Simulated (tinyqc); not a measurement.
Competing polymorphs of an oxide film: bulk, surface, grain-boundary, dopant and field terms. Changing the grain radius R. Computed by tinyqc, a small Python program. Command: `OMP_NUM_THREADS=1 python tinyqc.py 3030633 3030634 out.jsonl polymorph sweep`. One thread of a shared host (Intel(R) Xeon(R) Processor @ 2.30GHz), about 0.01 s of CPU time with the checks.

Phases: monoclinic m (reference), polar orthorhombic o, tetragonal t. Free energies per formula unit (f.u.); 1 J/m^2 x angstrom^3/nm = 6.241509 meV.

Inputs (values chosen for the exercise, for a model oxide):

| quantity | value | unit |
|---|---|---|
| energy of the polar phase o over m | 76.7 | meV/f.u. |
| energy of the tetragonal phase t over m | 116 | meV/f.u. |
| entropy of o over m | 0.0074 | meV/(f.u. K) |
| entropy of t over m | 0.057 | meV/(f.u. K) |
| surface energy of m | 3.15 | J/m^2 |
| surface energy of o | 2.58 | J/m^2 |
| surface energy of t | 2.44 | J/m^2 |
| grain-boundary energy over surface energy | 0.43 | - |
| volume per formula unit Omega | 35 | angstrom^3 |
| film thickness h | 7.6 | nm |
| temperature T | 700 | K |
| dopant content x | 0.38 | % |
| shift of o per % of dopant | -2.1 | meV/f.u. |
| shift of t per % of dopant | -14 | meV/f.u. |
| width sigma of ln R | 0.26 | - |
| interlayer thickness (SiO2) | 1.1 | nm |

Geometry: columnar grains in a film.

permittivities of m, o, t: 18  26  40

Method:
- Bulk term b = H - T S + (shift) x, zero for m. The undoped bulk turns from m to t at T = H_t/S_t.
- Area per volume: A = 2/h + f_b/R (two free faces; the side wall 2/R is shared by two grains and carries f_b gamma); G = b + gamma Omega A.
- With G = b + gamma Omega A (b the bulk free energy per formula unit, A the area per volume), two phases i, j cross at A_ij = (b_j - b_i)/(Omega (gamma_i - gamma_j)); o has a window only if A_mo < A_ot.
- Grain radii are log-normal by volume with median R and width sigma; the share with A above A* is that with radius below R*, R* = f_b/(A* - 2/h) (all grains if A* <= 2/h), share = (1/2) erfc[-ln(R*/R)/(sqrt 2 sigma)]. Effective permittivity of a layer of thickness h built of such grains, taken in parallel: sum of share x eps; EOT = interlayer + 3.9 h/eps.

One run for each value:

| grain radius R (nm) | G(o) - G(m) (meV/f.u.) | G(t) - G(o) (meV/f.u.) | share of o | effective permittivity |
|---|---|---|---|---|
| 2.5 | 16.54 | -13.25 | 0 | 25.21 |
| 3.7 | 23.48 | -11.54 | 0 | 18.56 |
| 5.5 | 28.22 | -10.38 | 0 | 18.01 |
| 8.2 | 31.42 | -9.59 | 0 | 18.00 |
| 12.0 | 33.49 | -9.09 | 0 | 18.00 |
| 18.0 | 34.98 | -8.72 | 0 | 18.00 |
| 27.0 | 35.97 | -8.48 | 0 | 18.00 |
| 40.0 | 36.62 | -8.32 | 0 | 18.00 |
| 60.0 | 37.06 | -8.21 | 0 | 18.00 |

Describe the trends.

Over the rows, G(o) - G(m) (meV/f.u.) rises from 16.5 to 37.1; G(t) - G(o) (meV/f.u.) rises from -13.3 to -8.21; share of o does not change.

Caution (all rows): this is an equilibrium ranking; real films often keep the phase that nucleates first on cooling from t.

Extremes, crossings and ranges named in words are read from the listed rows.
